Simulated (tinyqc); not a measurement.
Telling the models apart: thermal, flicker and telegraph noise of a field-effect transistor. Computed by tinyqc, a small Python program. Command: `OMP_NUM_THREADS=1 python tinyqc.py 3019607 3019608 out.jsonl noise walk`. One thread of a shared host (Intel(R) Xeon(R) Processor @ 2.30GHz), about 0.01 s of CPU time with the checks.

Strong inversion, threshold roll-off and channel-length modulation left out; noise sources are uncorrelated and are given as one-sided spectral densities.

Inputs (values chosen for the exercise, modelled on a high-k silicon transistor):

| quantity | value | unit |
|---|---|---|
| width W | 4.4 | micrometre |
| length L | 77 | nm |
| electrical oxide thickness t | 2.4 | nm |
| mobility mu | 120 | cm^2/(V s) |
| saturation velocity v_s | 0.82 | 1e7 cm/s |
| oxide trap density N_t | 3.6e+18 | 1/(eV cm^3) |
| oxide barrier phi | 1.8 | eV |
| oxide mass m_ox | 0.41 | m_0 |
| Hooge parameter alpha_H | 4e-05 | - |
| frequency f | 80 | Hz |
| temperature T | 200 | K |

Operating region: saturation. Flicker model: Hooge.

Constants: eps_0 = 8.8541878128e-12 F/m; hbar = 1.054571817e-34 J s; m_0 = 9.1093837015e-31 kg; e = 1.602176634e-19 C; k_B = 8.617333262e-05 eV/K.

Method. C_ox = 3.9 eps_0/t; V_c = 2 v_s L/mu; I = W C_ox v_s V_ov^2/(V_ov + V_c); g_m = W C_ox v_s V_ov (V_ov + 2 V_c)/(V_ov + V_c)^2; g_d0 = mu C_ox (W/L) V_ov. Tunnelling length lambda = hbar/(2 sqrt(2 m_ox phi)); flat-band noise S_Vfb = e^2 k_B T lambda N_t/(W L C_ox^2 f). Hooge: S_I = I^2 alpha_H/(f N), N = W L C_ox V_ov/e (the source-end density).

Against the overdrive:

| V_ov (V) | I (microampere) | (g_m/I)^2 (1/V^2) | S_I/I^2 (1/Hz) | S_I/g_m^2 (V^2/Hz) |
|---|---|---|---|---|
| 0.20 | 165.8 | 84.667 | 8.2168e-11 | 9.7048e-13 |
| 0.25 | 249.1 | 52.304 | 6.5735e-11 | 1.2568e-12 |
| 0.32 | 387.4 | 30.485 | 5.1355e-11 | 1.6846e-12 |
| 0.40 | 571.9 | 18.589 | 4.1084e-11 | 2.2102e-12 |
| 0.50 | 836.0 | 11.261 | 3.2867e-11 | 2.9186e-12 |
| 0.63 | 1224.7 | 6.657 | 2.6085e-11 | 3.9182e-12 |
| 0.80 | 1793.6 | 3.842 | 2.0542e-11 | 5.3465e-12 |
| 1.00 | 2529.4 | 2.288 | 1.6434e-11 | 7.1813e-12 |

What does the comparison show, and why?

S_I/I^2 falls as V_ov^-1.00 at first and V_ov^-1.00 at the end; (g_m/I)^2 as V_ov^-2.16 and V_ov^-2.32. S_I/I^2 follows 1/N, so the input-referred noise rises by a factor 7.40, roughly as V_ov.
